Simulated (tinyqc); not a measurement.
Worked calculation: one-electron ion in a basis of Gaussians. One step of it, computed by the program tinyqc.

Task: Generalised eigenproblem. Solve H C = S C e through S^(-1/2); each column has its largest component positive (the first on a tie).

H = T + V (hartree), lower triangle:
```
           1          2          3          4          5
1  -0.027913
2  -0.025540  -0.039157
3  -0.014856  -0.035394  -0.049657
4  -0.006465  -0.021118  -0.043678  -0.048218
5  -0.002403  -0.009500  -0.027558  -0.038670  -0.001168
```

S, lower triangle:
```
          1         2         3         4         5
1  1.000000
2  0.703762  1.000000
3  0.275900  0.703679  1.000000
4  0.075903  0.275891  0.703747  1.000000
5  0.017544  0.075883  0.275886  0.703671  1.000000
```

Give: eigenvalues of S; eigenvalues; coefficients.

Result:

eigenvalues of S: 0.0566  0.2123  0.6380  1.4943  2.5988

eigenvalues (hartree): -0.0555  -0.0312  -0.0199  -0.0014  0.0921

coefficients:
```
        1        2        3        4        5
1  0.0011   0.1374   1.3896   0.8052  -0.2523
2  0.0607   0.9809  -1.1015  -1.8518   0.7404
3  0.5628  -0.2234  -0.0161   2.2129  -1.4457
4  0.4048  -0.3664   0.3142  -1.1856   2.0865
5  0.1304  -0.1038   0.0774  -0.1512  -1.6138
```

For Z = 1 and l = 2 the exact lowest level is -Z^2/(2 n^2) with n = l + 1: -0.055556 hartree.
